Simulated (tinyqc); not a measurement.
Time-dependent dielectric breakdown: cell percolation, Weibull statistics, area scaling and voltage extrapolation: one step, computed by the program tinyqc.

The oxide is divided into columns of area a^2, each holding m = t_ox/a cells (m is taken as continuous). A share lambda(t) = (t/t_1)^alpha of the cells is defective, and a column whose cells are all defective breaks down.

Problem. A sample of breakdown times. Each device fails at t = t63 (-ln(1 - u))^(1/beta). Sort the times; median rank F_i = (i - 0.3)/(n_s + 0.4) for n_s devices; W = ln(-ln(1 - F_i)).

characteristic life t63 = 36.48025 s

uniform random numbers u: 0.8445  0.5377  0.3798  0.1453  0.0471  0.8973  0.6283  0.2426  0.2055

Weibull slope beta = 2.85

Give: Weibull plot.

Solution.

Weibull plot:
```
i  t (s)     F_i   ln t       W
1  12.59  0.0745  2.533  -2.559
2  19.05  0.1809  2.947  -1.612
3  21.78  0.2872  3.081  -1.083
4  23.28  0.3936  3.147  -0.693
5  28.15  0.5000  3.338  -0.367
6  33.31  0.6064  3.506  -0.070
7  36.35  0.7128  3.593   0.221
8  45.36  0.8191  3.815   0.537
9  48.68  0.9255  3.885   0.955
```

Caution: t_1 is an input here; in a real oxide it changes with thickness at fixed voltage.
